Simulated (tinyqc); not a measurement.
Inside a calculation (part 2 of 2). Method: CIS and TDHF on RHF in the sto-3g basis, for H6, spin multiplicity 1. Computed by tinyqc, a small Python program that keeps every step (integrals from PySCF). Command: `OMP_NUM_THREADS=1 python tinyqc.py 20329 20330 out.jsonl` (the two numbers bound the seeds that draw the settings). One thread of a shared host (Intel(R) Xeon(R) Processor @ 2.60GHz), about 0.09 s of CPU time with the checks.

Geometry (angstrom):
```
atom,x,y,z
H,0.000000,0.000000,0.000000
H,0.000000,0.000000,0.968000
H,0.000000,0.000000,2.126000
H,0.000000,0.000000,3.093000
H,0.000000,0.000000,4.251000
H,0.000000,0.000000,5.219000
```

## TDHF (RPA) singlet states

CIS matrix A, singlet (hartree):
```
,1>4,1>5,1>6,2>4,2>5,2>6,3>4,3>5,3>6
1>4,0.696280,0.000000,0.022372,0.000000,0.004829,0.000000,-0.004982,0.000000,-0.042621
1>5,0.000000,0.977702,0.000000,0.044566,0.000000,0.037082,0.000000,-0.024318,0.000000
1>6,0.022372,0.000000,1.267268,0.000000,0.065422,0.000000,0.016757,0.000000,-0.027663
2>4,0.000000,0.044566,0.000000,0.613665,0.000000,0.025629,0.000000,0.019135,0.000000
2>5,0.004829,0.000000,0.065422,0.000000,0.907006,0.000000,-0.051894,0.000000,-0.008037
2>6,0.000000,0.037082,0.000000,0.025629,0.000000,1.210393,0.000000,-0.051288,0.000000
3>4,-0.004982,0.000000,0.016757,0.000000,-0.051894,0.000000,0.455964,0.000000,0.004543
3>5,0.000000,-0.024318,0.000000,0.019135,0.000000,-0.051288,0.000000,0.762450,0.000000
3>6,-0.042621,0.000000,-0.027663,0.000000,-0.008037,0.000000,0.004543,0.000000,1.074112
```

Two-electron integrals over orbitals (pq|rs), unique and non-zero (hartree):
```
p,q,r,s,(pq|rs)
1,1,1,1,0.410810
2,1,2,1,0.127982
2,2,1,1,0.326068
2,2,2,2,0.374146
3,1,1,1,0.079639
3,1,2,2,-0.044380
3,1,3,1,0.116615
3,2,2,1,-0.113439
3,2,3,2,0.134607
3,3,1,1,0.368296
3,3,2,2,0.337162
3,3,3,1,0.033530
3,3,3,3,0.368949
4,1,2,1,-0.042892
4,1,3,2,-0.009406
4,1,4,1,0.081680
4,2,1,1,-0.065922
4,2,2,2,-0.001812
4,2,3,1,-0.054941
4,2,3,3,-0.009805
4,2,4,2,0.078246
4,3,2,1,-0.070652
4,3,3,2,0.069977
4,3,4,1,0.013479
4,3,4,3,0.088336
4,4,1,1,0.370279
4,4,2,2,0.338549
4,4,3,1,0.031940
4,4,3,3,0.360746
4,4,4,2,-0.019417
4,4,4,4,0.374700
5,1,1,1,0.007302
5,1,2,2,0.031377
5,1,3,1,-0.027566
5,1,3,3,-0.013351
5,1,4,2,-0.035185
5,1,4,4,-0.004284
5,1,5,1,0.051210
5,2,2,1,0.031317
5,2,3,2,0.002898
5,2,4,1,-0.055054
5,2,4,3,0.038398
5,2,5,2,0.088598
5,3,1,1,-0.071788
5,3,2,2,-0.005993
5,3,3,1,-0.058292
5,3,3,3,-0.022047
5,3,4,2,0.073912
5,3,4,4,-0.018022
5,3,5,1,-0.029433
5,3,5,3,0.079227
5,4,2,1,-0.114937
5,4,3,2,0.128689
5,4,4,1,-0.000524
5,4,4,3,0.071428
5,4,5,2,0.000288
5,4,5,4,0.137870
5,5,1,1,0.341516
5,5,2,2,0.379512
5,5,3,1,-0.034547
5,5,3,3,0.349641
5,5,4,2,-0.006895
5,5,4,4,0.357564
5,5,5,1,0.030945
5,5,5,3,-0.009670
5,5,5,5,0.403433
6,1,2,1,0.001600
6,1,3,2,0.019014
6,1,4,1,-0.029819
6,1,4,3,-0.047699
6,1,5,2,-0.032832
6,1,5,4,0.016397
6,1,6,1,0.068585
6,2,1,1,-0.011076
6,2,2,2,-0.034342
6,2,3,1,0.025458
6,2,3,3,0.004364
6,2,4,2,0.031458
6,2,4,4,0.006361
6,2,5,1,-0.047002
6,2,5,3,0.033404
6,2,5,5,-0.033843
6,2,6,2,0.049126
6,3,2,1,0.045044
6,3,3,2,0.001854
6,3,4,1,-0.077388
6,3,4,3,-0.015462
6,3,5,2,0.055029
6,3,5,4,0.002467
6,3,6,1,0.029001
6,3,6,3,0.082366
6,4,1,1,-0.082009
6,4,2,2,0.037287
6,4,3,1,-0.112155
6,4,3,3,-0.035468
6,4,4,2,0.057058
6,4,4,4,-0.036206
6,4,5,1,0.024703
6,4,5,3,0.059534
6,4,5,5,0.037601
6,4,6,2,-0.024820
6,4,6,4,0.121116
6,5,2,1,-0.131086
6,5,3,2,0.118096
6,5,4,1,0.044050
6,5,4,3,0.075071
6,5,5,2,-0.032647
6,5,5,4,0.123881
6,5,6,1,-0.002448
6,5,6,3,-0.049722
6,5,6,5,0.147344
6,6,1,1,0.437357
6,6,2,2,0.347838
6,6,3,1,0.085665
6,6,3,3,0.394914
6,6,4,2,-0.072555
6,6,4,4,0.402389
6,6,5,1,0.008514
6,6,5,3,-0.080525
6,6,5,5,0.373473
6,6,6,2,-0.013086
6,6,6,4,-0.094224
6,6,6,6,0.490318
```

B(ia,jb) = 2 (ia|jb) - (ib|ja); the squared energies are the eigenvalues of (A - B)(A + B); 1 hartree = 27.211386 eV.

TDHF matrix B, singlet (hartree):
```
,1>4,1>5,1>6,2>4,2>5,2>6,3>4,3>5,3>6
1>4,0.081680,0.000000,-0.029819,0.000000,-0.074922,0.000000,0.013479,0.000000,-0.107077
1>5,0.000000,0.051210,0.000000,-0.015317,0.000000,-0.061172,0.000000,-0.029433,0.000000
1>6,-0.029819,0.000000,0.068585,0.000000,-0.018662,0.000000,-0.018010,0.000000,0.029001
2>4,0.000000,-0.015317,0.000000,0.078246,0.000000,0.031458,0.000000,0.109427,0.000000
2>5,-0.074922,0.000000,-0.018662,0.000000,0.088598,0.000000,0.002883,0.000000,0.076655
2>6,0.000000,-0.061172,0.000000,0.031458,0.000000,0.049126,0.000000,0.011778,0.000000
3>4,0.013479,0.000000,-0.018010,0.000000,0.002883,0.000000,0.088336,0.000000,-0.015462
3>5,0.000000,-0.029433,0.000000,0.109427,0.000000,0.011778,0.000000,0.079227,0.000000
3>6,-0.107077,0.000000,0.029001,0.000000,0.076655,0.000000,-0.015462,0.000000,0.082366
```

squared energies w^2 (hartree^2): 0.193284  0.350096  0.458687  0.550854  0.793289  0.945955  1.121584  1.493847  1.643763

TDHF energies from the positive w^2 (eV): 11.963232  16.100678  18.429297  20.196173  24.236300  26.465860  28.818187  33.258584  34.887530

## CIS matrix, triplets

orbital energies (hartree): MO1 -0.634579, MO2 -0.527103, MO3 -0.371419, MO4 0.268619, MO5 0.582218, MO6 0.932876

A(ia,jb) = (e_a - e_i) d_ij d_ab - (ij|ab).

CIS matrix A, triplet (hartree):
```
,1>4,1>5,1>6,2>4,2>5,2>6,3>4,3>5,3>6
1>4,0.532920,0.000000,0.082009,0.000000,0.114937,0.000000,-0.031940,0.000000,0.112155
1>5,0.000000,0.875282,0.000000,0.114937,0.000000,0.131086,0.000000,0.034547,0.000000
1>6,0.082009,0.000000,1.130098,0.000000,0.131086,0.000000,0.112155,0.000000,-0.085665
2>4,0.000000,0.114937,0.000000,0.457174,0.000000,-0.037287,0.000000,-0.128689,0.000000
2>5,0.114937,0.000000,0.131086,0.000000,0.729809,0.000000,-0.128689,0.000000,-0.118096
2>6,0.000000,0.131086,0.000000,-0.037287,0.000000,1.112141,0.000000,-0.118096,0.000000
3>4,-0.031940,0.000000,0.112155,0.000000,-0.128689,0.000000,0.279291,0.000000,0.035468
3>5,0.000000,0.034547,0.000000,-0.128689,0.000000,-0.118096,0.000000,0.603996,0.000000
3>6,0.112155,0.000000,-0.085665,0.000000,-0.118096,0.000000,0.035468,0.000000,0.909381
```

## CIS triplet states

Diagonalise A (1 hartree = 27.211386 eV); each vector has its largest component positive (the first on a tie).

triplet excitation energies (eV): 6.024122  9.185686  11.682559  18.058641  20.847545  23.405306  25.585962  32.306802  33.317398

lowest vectors:
```
,state 1,state 2,state 3,state 4,state 5,state 6
1>4,0.055580,0.000000,0.855330,0.000000,0.444714,0.000000
1>5,0.000000,-0.244899,0.000000,0.047315,0.000000,0.891242
1>6,-0.163070,0.000000,-0.069109,0.000000,-0.245569,0.000000
2>4,0.000000,0.818080,0.000000,-0.523487,0.000000,0.234147
2>5,0.261942,0.000000,-0.404093,0.000000,0.785071,0.000000
2>6,0.000000,0.156491,0.000000,0.162529,0.000000,-0.351740
3>4,0.948997,0.000000,0.038527,0.000000,-0.277184,0.000000
3>5,0.000000,0.496267,0.000000,0.835049,0.000000,0.164746
3>6,-0.033325,0.000000,-0.314418,0.000000,0.220813,0.000000
```

## TDHF (RPA) triplet states

B(ia,jb) = - (ib|ja); the squared energies are the eigenvalues of (A - B)(A + B); 1 hartree = 27.211386 eV.

TDHF matrix B, triplet (hartree):
```
,1>4,1>5,1>6,2>4,2>5,2>6,3>4,3>5,3>6
1>4,-0.081680,0.000000,0.029819,0.000000,0.035185,0.000000,-0.013479,0.000000,0.047699
1>5,0.000000,-0.051210,0.000000,0.055054,0.000000,0.032832,0.000000,0.029433,0.000000
1>6,0.029819,0.000000,-0.068585,0.000000,0.047002,0.000000,0.077388,0.000000,-0.029001
2>4,0.000000,0.055054,0.000000,-0.078246,0.000000,-0.031458,0.000000,-0.038398,0.000000
2>5,0.035185,0.000000,0.047002,0.000000,-0.088598,0.000000,-0.073912,0.000000,-0.033404
2>6,0.000000,0.032832,0.000000,-0.031458,0.000000,-0.049126,0.000000,-0.055029,0.000000
3>4,-0.013479,0.000000,0.077388,0.000000,-0.073912,0.000000,-0.088336,0.000000,0.015462
3>5,0.000000,0.029433,0.000000,-0.038398,0.000000,-0.055029,0.000000,-0.079227,0.000000
3>6,0.047699,0.000000,-0.029001,0.000000,-0.033404,0.000000,0.015462,0.000000,-0.082366
```

squared energies w^2 (hartree^2): 0.020405  0.086932  0.162269  0.436240  0.576804  0.734468  0.874385  1.407756  1.494971

TDHF energies from the positive w^2 (eV): 3.887048  8.023069  10.961455  17.972696  20.666397  23.320461  25.444969  32.286010  33.271089
